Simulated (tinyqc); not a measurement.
Donor near an oxide interface in a gate field (two-state model), step by step. Values are carried at full precision from step to step, so a last printed digit may differ when a step is redone from the rounded ones.

Interface at z = 0 (hard wall), donor at z = d, field F pulling electrons to the interface: potential e F z; 1 kV/cm = 1e-5 eV/angstrom, c = hbar^2/2m0, q = e^2/(4 pi eps0), Q = (eps - eo)/(eps + eo). Donor state: E_D = e F d - ED - q Q/(4 eps d), the last term joining the images of ion and electron. Interface state: z exp(-b z/2) exp(-rho^2/(2 L^2)) with E_z = c b^2/(4 mz) + 3 e F/b + q Q b/(8 eps), minimised over b; in the plane at z = 3/b the ion (distance D = d - 3/b) and its image (D' = d + 3/b) give E_rho = c/(mt L^2) - (q/eps)(sqrt(pi)/L)[erfcx(D/L) + Q erfcx(D'/L)], erfcx(x) = exp(x^2) erfc(x), minimised over L. E_I = E_z + E_rho.

Constants: hbar^2/2m0 = 3.80998211 eV angstrom^2; e^2/(4 pi eps0) = 14.39964547 eV angstrom.

Inputs chosen for the exercise (near those of a donor in Si below HfO2, static dielectric constants; the results hold for these values, not for the real material):
- d = 110 angstrom (depth of the donor)
- ED = 31.7 meV (bulk binding energy)
- mz = 0.933 m0 (mass across the interface)
- mt = 0.189 m0 (mass in the plane)
- eps = 11.5 (dielectric constant of the semiconductor)
- eo = 22 (dielectric constant of the oxide)
- F = 34 kV/cm (field in the semiconductor)
- aD = 21.2 angstrom (donor radius)
- v = 0.32 (valley factor)

## The interface state across the interface

Solve c b/(2 mz) - 3 e F/b^2 + q Q/(8 eps) = 0; give Q, b, the three terms of E_z and <z> = 3/b.

Q = -0.3134
b = 0.08822 1/angstrom

kinetic, field and image terms (meV): 7.95  11.56  -4.33

<z> = 34.0 angstrom

The image pulls the electron towards the oxide; without it <z> would be 37.8 angstrom. The sign rests on the static constant; with the high-frequency one of such an oxide, about 4, the image would repel.

## Binding in the plane

Give D, D', the best L, both terms and E_rho.

D, D' (angstrom): 76.0  144.0

L = 95.5 angstrom

kinetic and Coulomb terms (meV): 2.21  -9.07

E_rho = -6.86 meV

The bottom of the well lies at -13.8 meV, so the level is 50 % of the way up; L/D = 1.26. Above the critical field the ionised donor would thus still hold its electron as a dot at the interface.

## Where the electron sits

The two states couple by t = t0 exp(-D/aD) with t0 = q/(eps aD) (2 aD/L) sqrt(aD b/2) v, v a valley factor; this form is an estimate. With detuning u = E_D - E_I the splitting is sqrt(u^2 + 4 t^2) and the lower state has weight (1 - u/sqrt(u^2 + 4 t^2))/2 on the donor.

Give E_D, E_I, t, the splitting and the donor weight.

E_D, E_I (meV): 6.59  8.32

t = 0.225 meV
splitting = 1.79 meV
donor weight = 0.984

The electron is on the donor; the contact hyperfine coupling scales with the donor weight. With this t, the tunnelling time pi hbar/(2t) at a crossing would be 4.59 ps (hbar = 6.58212e-16 eV s); here the detuning is 7.68 t.

## Critical field

Find F at which E_D = E_I; compare the rule e F d = ED. The crossing width is 4t/(e D), with t and D formed anew at that field.

critical field = 36.4 kV/cm
ED/(e d) = 28.8 kV/cm
width = 1.1 kV/cm

The confinement energy E_z = 16.0 meV raises the field needed and the attraction E_rho = -6.8 meV lowers it; the result is 1.26 times the simple rule.

## Checks

- E_z without images against 1.5 x 6^(2/3)/2 (c (e F)^2/mz)^(1/3), meV: both 19.28.
- E_rho from the radial equation in the full Coulomb well against the Gaussian trial function, meV: both -6.9.

(tinyqc, `OMP_NUM_THREADS=1 python tinyqc.py 1250403 1250404 out.jsonl`, Intel(R) Xeon(R) Processor @ 2.30GHz, 1 thread, shared host, about 0.04 s.)
